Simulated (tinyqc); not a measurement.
Against the doping: band-to-band tunnelling and avalanche in a reverse-biased abrupt junction. Computed by tinyqc, a small Python program. Command: `OMP_NUM_THREADS=1 python tinyqc.py 3030832 3030833 out.jsonl zener walk`. One thread of a shared host (Intel(R) Xeon(R) Processor @ 2.30GHz), about 0.01 s of CPU time with the checks.

Direct Kane tunnelling in the local field (for indirect gaps the mass is an effective fit) and one ionisation coefficient for both carriers. N is the doping of the light side, or N_A N_D/(N_A + N_D) for the symmetric junction; the built-in voltage is taken as E_g/e.

Inputs (values chosen for the exercise, modelled on In0.53Ga0.47As):
```
quantity,value,unit
"band gap at 300 K, E_g",0.77,eV
"gap narrowing with temperature, -dE_g/dT",0.34,meV/K
reduced tunnelling mass m_r,0.023,m_0
permittivity eps,13.9,-
ionisation prefactor a,4.8e+06,1/cm
"ionisation field at 300 K, b",1.54e+06,V/cm
relative rise of b with temperature,3.2,1e-4/K
effective doping N,7.7e+16,1/cm^3
"current density that defines tunnel breakdown, J_0",1,A/cm^2
temperature T,400,K
```

Junction: symmetric.

Constants: eps_0 = 8.8541878128e-12 F/m; e = 1.602176634e-19 C; m_0 = 9.1093837015e-31 kg; hbar = 1.054571817e-34 J s.

Method:
- E_g(T) = E_g - (T - 300 K)(-dE_g/dT); b(T) = b [1 + (rise)(T - 300 K)]; w = sqrt(2 eps eps_0 (V_R + E_g/e)/(e N)); F_m = 2 (V_R + E_g/e)/w; the field falls linearly from F_m to 0 on both sides.
- Kane: G(F) = A F^2 exp(-B/F), A = e^2 sqrt(m_r)/(18 pi hbar^2 sqrt(E_g)), B = pi sqrt(m_r) E_g^(3/2)/(2 e hbar), SI units; J = e int G dx x V_R/(V_R + E_g/e), the last factor making J vanish at zero bias; int G dx = (w/F_m) int_0^F_m G dF by 64 Gauss-Legendre points.
- Avalanche: I = (w/F_m) int_0^F_m a exp(-b/F) dF by 64 Gauss-Legendre points, M = 1/(1 - I), breakdown at I = 1.
- V_Z solves J = J_0 and V_A solves I = 1; the lower one is the breakdown voltage; temperature coefficients by a central difference of +/- 10 K.

Breakdown:
```
N (1/cm^3),V_Z (V),V_A (V),F_m at breakdown (MV/cm),first
1.50e+15,2.1371e+02,149.25,0.24202,avalanche
3.80e+15,9.1321e+01,73.97,0.27187,avalanche
9.20e+15,4.0583e+01,38.61,0.30698,avalanche
2.30e+16,1.7358e+01,20.05,0.32917,tunnelling
4.60e+16,8.9940e+00,12.36,0.34137,tunnelling
7.70e+16,5.4219e+00,8.68,0.35136,tunnelling
1.50e+17,2.6959e+00,5.53,0.36610,tunnelling
3.80e+17,8.3114e-01,2.98,0.39376,tunnelling
9.20e+17,1.1291e-01,1.66,0.45093,tunnelling
```

What follows from these numbers?

The mechanism changes between 9.20e15 and 2.30e16 per cm^3. Across the table V_Z + E_g/e scales as N^-0.86 and V_A as N^-0.70: tunnelling needs a nearly fixed field, while avalanche in a thinner layer needs a higher one. Rows with V_Z below E_g/e understate it, since the local Kane formula overestimates the current there. Rows with V_A below about 5 E_g/e understate it, since the local law ignores the distance a carrier needs to reach the ionisation energy.

Extremes, crossings and ranges named in words are read from the listed rows.
